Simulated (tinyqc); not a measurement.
Worked calculation: bound state in one dimension: Numerov shooting, finite differences, DVR. Computed by tinyqc, a small Python program that keeps every step. Settings: points = 96. Command: `OMP_NUM_THREADS=1 python tinyqc.py 22380 22381 out.jsonl` (the two numbers bound the seeds that draw the settings). One thread of a shared host (Intel(R) Xeon(R) Processor @ 2.60GHz), about 0.01 s of CPU time with the checks.

## Numerov steps at E = 0.1

One particle of mass 1 in V = 4.3 (1 - exp(-0.72 x))^2 (atomic units), psi = 0 at both ends:
```
parameter                 value
left end              -1.600000
right end                     7
intervals                    96
h                      0.089583
state sought (nodes)          0
```

k_i = 2 m (E - V_i); (1 + h^2 k_(i+1)/12) y_(i+1) = 2 (1 - 5 h^2 k_i/12) y_i - (1 + h^2 k_(i-1)/12) y_(i-1), from y_0 = 0, y_1 = 0.001.

Points along the way:
```
i           x          V           k         y
0   -1.600000  20.146050  -40.092100  0.000000
1   -1.510417  16.634506  -33.069012  0.001000
2   -1.420833  13.647503  -27.095006  0.002262
3   -1.331250  11.115339  -22.030678  0.004015
4   -1.241667   8.977137  -17.754273  0.006478
5   -1.152083   7.179751  -14.159501  0.009863
32   1.266667   1.539138   -2.878275  0.481335
33   1.356250   1.670954   -3.141908  0.544247
34   1.445833   1.799455   -3.398909  0.620932
35   1.535417   1.924252   -3.648503  0.714618
36   1.625000   2.045053   -3.890106  0.829310
37   1.714583   2.161649   -4.123298  0.969996
```

## Bisection on the node count

With more sign changes than the state has nodes (the last point included) the energy is too high, else too low; the bracket starts as 0.1 to 10.

Trials:
```
trial           E  sign changes  y at the right end   next
1      5.05000000             5           -2.52e-02  lower
2      2.57500000             1           -2.05e+00  lower
3      1.33750000             1           -5.58e+03  lower
4      0.71875000             0            4.36e+04  raise
5      1.02812500             1           -1.95e+03  lower
6      0.87343750             0            1.10e+04  raise
7      0.95078125             0            2.85e+03  raise
8      0.98945313             0            1.12e+02  raise
9      1.00878906             1           -9.97e+02  lower
10     0.99912109             1           -4.63e+02  lower
11     0.99428711             1           -1.80e+02  lower
12     0.99187012             1           -3.54e+01  lower
13     0.99066162             0            3.80e+01  raise
14     0.99126587             0            1.24e+00  raise
...           ...           ...                 ...    ...
28     0.99128634             0            5.59e-04  raise
29     0.99128636             1           -5.61e-04  lower
30     0.99128635             1           -8.66e-07  lower
```

eigenvalue = 0.99128635 hartree

## The same grid by other methods

Three-point finite differences and the sine-DVR kinetic matrix of Colbert and Miller on the same points.

Lowest levels (hartree):
```
state  finite differences       DVR
0                0.990362  0.991289
1                2.582283  2.585010
2                3.656840  3.660236
```
